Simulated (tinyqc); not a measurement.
Read current of a NAND string, cells in series solved by shooting: one step of the calculation.

Cells in series, numbered from 0 at the source line (0 V) to the bit line, each followed by a gap resistance Rg. A cell with gate Vg, threshold VT, source Vs and drain Vd passes I = 2 nf K Vt^2 [F(Vs) - F(Vd)]/(1 + th max(Vg - VT, 0)), F(V) = ln^2(1 + exp((Vg - VT - nf V)/(2 nf Vt))). The selected cell has Vg = Vr, the others Vg = Vp.

Problem. Node voltages for a trial current. For a trial current I start at 0 V and, cell by cell (the selected one is cell 2), solve for the drain: sqrt(F(Vd)) = sqrt(F(Vs) - I/k), k = 2 nf K Vt^2/(1 + th max(Vg - VT, 0)), Vd = [Vg - VT - 2 nf Vt ln(exp(sqrt F) - 1)]/nf, then add I Rg.

Values chosen for this exercise; values of the order met in vertical NAND strings: temperature T = 300 K; gain factor of a cell K = 4.1 uA/V^2; slope factor nf = 1.2; mobility reduction factor th = 0.13 1/V; resistance of the gap between cells Rg = 28 kohm; bit-line voltage Vbl = 0.3 V; pass voltage Vp = 7.2 V; read voltage on the selected word line Vr = 3.55 V.

Constants: q = 1.602176634e-19 C, kB = 1.380649e-23 J/K, Vt = kB T/q. Results are converted to the units shown.

second trial current = 0.32 uA
thresholds from the source end, cell 0 to 5 (V): 4.1  4.1  2  4.1  -2  -2

Wanted: node voltage after each cell and gap, trial 2.

Solution.

node voltage after each cell and gap, trial 2, cell 0 to 5 (V): 0.04453  0.08969  0.1655  0.2125  0.2407  0.2689

tinyqc, about 0.4 s, one thread, Intel Xeon 2.30GHz (shared host): `OMP_NUM_THREADS=1 python tinyqc.py 2142173 2142174 out.jsonl`
